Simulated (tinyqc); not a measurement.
Worked calculation: band-to-band tunnelling across a p-n junction in a two-band chain. Values are carried at full precision from step to step, so a last printed digit may differ when a step is redone from the rounded ones.

Sites alternate A at -Eg/2 and C at +Eg/2 with hopping -t; near the edges, with k counted from the zone boundary pi/a, E^2 = (Eg/2)^2 + (t a k)^2, so t = sqrt(c Eg/m)/a gives the mass m, c = hbar^2/2m0. In the gap cosh(q a) = 1 + (Eg^2/4 - e^2)/(2 t^2), e the energy from the local mid-gap. The potential is V0 = Eg + ov on the p side (left), 0 on the n side, and falls linearly over the 2N sites of the junction, V_j = V0 (1 - j/(2N + 1)), j = 1 to 2N, site 1 being A. E = Eg/2 + x ov. A half chain that ends on a site of level e1 with neighbour e2 has g = (1 + z)/(E - e1), z = exp(-/+ i k a) the root with Im g < 0, cos(k a) = (E - e1)(E - e2)/(2 t^2) - 1. S_L = t^2 g (ending on C, shifted by V0), S_R = t^2 g (starting on A). T = 4 Im(S_L) Im(S_R) |G_(1,2N)|^2.

Constants: hbar^2/2m0 = 3.80998211 eV angstrom^2.

Values chosen for the exercise (gap and mass near those of GaAs; not measured data): Eg = 1.358 eV (gap); m = 0.073 m0 (mass of electron and light hole); a = 5 angstrom (period (two sites)); ov = 0.16 eV (overlap: top of the valence band on the p side above the conduction edge on the n side); N = 3 (periods in the small junction); x = 0.35 (energy above the n-side conduction edge, as a share of ov).

## Hopping, field and tunnelling length

Form t, V0, E, the field F = V0/((2N + 1) a/2) (1 V/angstrom = 100 MV/cm) and the length Eg/F over which E lies in the gap.

t = 1.6838 eV
V0 = 1.5180 eV
E = 0.7350 eV
F = 8.674 MV/cm
tunnelling length = 15.66 angstrom

So short a junction keeps the matrix small; its field is above the 1 to 3 MV/cm of tunnel diodes.

## Self-energies of the two sides

Form cos(k a) and S for each side.

cos(k a): left -0.973184, right -0.986035

S_L, S_R (eV): -0.05200-0.44606i  0.02800-0.33391i

## Recursive Green function

g_1 = 1/(E - e_1 - S_L); g_j = 1/(E - e_j - t^2 g_(j-1)), with S_R also subtracted at the last site; G_1j = G_1(j-1) (-t) g_j, G_11 = g_1; e_j is the site level plus V_j. The self-energies stand in the order S_L, S_R.

Sweep:

| j | e_j (eV) | g_j (1/eV) | G_1j (1/eV) |
|---|---|---|---|
| 1 | 0.6221 | 0.7290-1.9724i | 0.7290-1.9724i |
| 2 | 1.7633 | -0.0758-0.1369i | 0.5476-0.0836i |
| 3 | 0.1884 | 1.0425-0.5314i | -0.8865+0.6368i |
| 4 | 1.3296 | -0.2387-0.1013i | -0.4649+0.1047i |
| 5 | -0.2453 | 0.5859-0.1015i | 0.4407-0.1828i |
| 6 | 0.8959 | -0.4857-0.1632i | 0.4107-0.0283i |

T = 0.1009

## WKB for the same field

T = exp(-2 I/F), I = integral of q de across the gap. Continuum: q = sqrt(Eg^2/4 - e^2)/(t a), I = pi Eg^2/(8 t a). Lattice: q from the cosh formula, 12 Gauss-Legendre points in u with e = (Eg/2) sin(u), u from -pi/2 to pi/2. F in V/angstrom is the value in MV/cm over 100.

I (eV/angstrom): continuum 0.086022, lattice 0.085591

T by WKB: continuum 0.1376, lattice 0.1390

The chain gives 0.1009, 0.726 times the lattice WKB value; the exponent is only 1.97, and reflections at the two kinks of the potential count.

## Checks

- G_(1,2N) from the sweep against inversion of the whole matrix (size): both 0.41163.

tinyqc: `OMP_NUM_THREADS=1 python tinyqc.py 1450644 1450645 out.jsonl`; about 0.01 s, one thread, shared Intel(R) Xeon(R) Processor @ 2.30GHz.
